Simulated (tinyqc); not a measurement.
What each parameter does: zigzag graphene nanoribbon in tight binding.

A zigzag ribbon of N chains, sites A1, B1, A2, ..., BN across it. For each k it is a chain with bonds -2t cos(k/2) (A_n to B_n) and -t (B_n to A_(n+1)), and +D, -D on A and B. A1 and BN are the edge sites; the Dirac points project to k = 2 pi/3.

Parameters, chosen for this exercise (near those used for graphene; not measured data):

| symbol | value | unit | meaning |
|---|---|---|---|
| t | 2.84 | eV | hopping |
| N | 4 |  | zigzag chains |
| D | 0.35 | eV | sublattice potential, +D on A and -D on B |
| k | 2.38 |  | k times the period sqrt3 acc |

The two lowest positive levels at k and the weight on the two edge sites per state of the middle pair. Each row changes one parameter from the base and keeps the others.

Results:

| case | lowest (eV) | next (eV) | edge weight |
|---|---|---|---|
| base | 0.5817 | 2.4585 | 0.5705 |
| t = 2.982 eV | 0.6005 | 2.5790 | 0.5705 |
| N = 5 | 0.4763 | 2.0621 | 0.5251 |
| D = 0.45 eV | 0.6469 | 2.4747 | 0.5705 |
| k = 2.28 | 0.7260 | 2.5817 | 0.5122 |

The largest shifts from the base row, up to three for each result and ties (the steps differ in size, so this ranks the rows, not the parameters). lowest (eV): k +0.1442, N -0.1054, D +0.0651. next (eV): N -0.3964, k +0.1233, t +0.1205. edge weight: k -0.0583, N -0.0454; unchanged at the printed digits by t and D.

(tinyqc, `OMP_NUM_THREADS=1 python tinyqc.py 1480629 1480630 out.jsonl`, Intel(R) Xeon(R) Processor @ 2.30GHz, 1 thread, shared host, about 0.01 s.)
